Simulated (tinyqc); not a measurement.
Energy and delay of logic against supply voltage: energy and delay against supply voltage.

One expression serves below and above threshold: I(Vg) = Ik [ln(1 + exp((Vg - VT + dd V)/(al nf Vt)))]^al, with I_on = I(V) and I_off = I(0). Gate delay td = kd C V/I_on, clock period LD td. Per gate and cycle the switching energy is act C V^2 and the leakage energy I_off V LD td. No short-circuit current, no variation. Minima are sought above 0.09 V; below a few Vt gates no longer switch and the model has no meaning.

EDP = energy times td.

Inputs (values chosen for the exercise); values of the order met in logic technologies:

| symbol | value | unit | meaning |
|---|---|---|---|
| T | 300 | K | temperature |
| VT | 0.22 | V | threshold voltage at zero drain bias |
| nf | 1.12 |  | slope factor |
| dd | 0.05 |  | barrier lowering per volt of supply |
| Ik | 0.99 | uA | specific current of a gate |
| al | 1.81 |  | exponent of the current law |
| C | 0.7 | fF | load capacitance of a gate |
| kd | 1.1 |  | delay factor |
| LD | 20 |  | logic depth |
| act | 0.02 |  | activity factor |

Constants: q = 1.602176634e-19 C, kB = 1.380649e-23 J/K, Vt = kB T/q. Results are converted to the units shown.

Energy and delay against supply voltage:

| V (V) | I_on (uA) | I_off (nA) | td (ps) | switching (aJ) | leakage (aJ) | energy (aJ) | EDP (fJ ps) |
|---|---|---|---|---|---|---|---|
| 0.15 | 0.08948 | 0.6332 | 1291 | 0.3150 | 2.452 | 2.767 | 3.571 |
| 0.27 | 1.994 | 0.7775 | 104.3 | 1.021 | 0.4378 | 1.458 | 0.1521 |
| 0.38 | 9.303 | 0.9383 | 31.45 | 2.022 | 0.2243 | 2.246 | 0.07064 |
| 0.5 | 24.02 | 1.152 | 16.03 | 3.500 | 0.1846 | 3.685 | 0.05907 |
| 0.62 | 44.87 | 1.413 | 10.64 | 5.382 | 0.1864 | 5.568 | 0.05924 |
| 0.73 | 68.96 | 1.704 | 8.151 | 7.461 | 0.2028 | 7.663 | 0.06247 |
| 0.85 | 100.4 | 2.090 | 6.520 | 10.12 | 0.2317 | 10.35 | 0.06746 |
| 0.97 | 137.0 | 2.562 | 5.453 | 13.17 | 0.2710 | 13.44 | 0.07330 |
| 1.08 | 174.9 | 3.087 | 4.754 | 16.33 | 0.3170 | 16.65 | 0.07914 |
| 1.2 | 221.0 | 3.780 | 4.181 | 20.16 | 0.3794 | 20.54 | 0.08588 |

td falls from 1290 to 4.18 ps; the energy goes from 2.77 through a minimum of 1.46 (at V = 0.27 V among the rows listed) to 20.5 aJ and the EDP goes from 3.57 through a minimum of 0.0591 (at V = 0.5 V among the rows listed) to 0.0859 fJ ps. The exact minima lie at V = 0.245 V for the energy and 0.551 V for the EDP. Going from 1.2 V to the energy minimum saves a factor of 14.5 in energy and costs a factor of 37.5 in delay. Below the minimum the leakage energy rises faster than the switching energy falls, because the clock period grows so steeply.

Numbers from tinyqc (`OMP_NUM_THREADS=1 python tinyqc.py 2082026 2082027 out.jsonl`; about 0.01 s on one thread of a shared Intel Xeon 2.30GHz).
